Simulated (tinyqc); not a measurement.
## Fermi velocity from one capacitance

Inverse problem. At zero temperature and without traps graphene has Cq = 2 q^3 phi/(pi hbar^2 vF^2), charge Cq phi/2, 1/C_G = 1/Cox + 1/Cq and Vg = phi + Cq phi/(2 Cox). Find Cq, phi, vF and n.

Constants: q = 1.602176634e-19 C, hbar = 1.054571817e-34 J s. Results are converted to the units shown.

Vg = 5.2874811 V
C_G = 0.26089134 uF/cm^2
Cox = 0.27042165 uF/cm^2

Solution. The series relation gives Cq, the voltage relation phi = Vg/(1 + Cq/(2 Cox)), and the formula for Cq then vF.

Cq = 7.403 uF/cm^2
phi = 0.3600 V
vF = 1.070e6 m/s
n = 8.317e12 cm^-2

Program tinyqc, `OMP_NUM_THREADS=1 python tinyqc.py 2200051 2200052 out.jsonl`; Intel Xeon 2.30GHz, shared host, one thread, about 0.01 s.
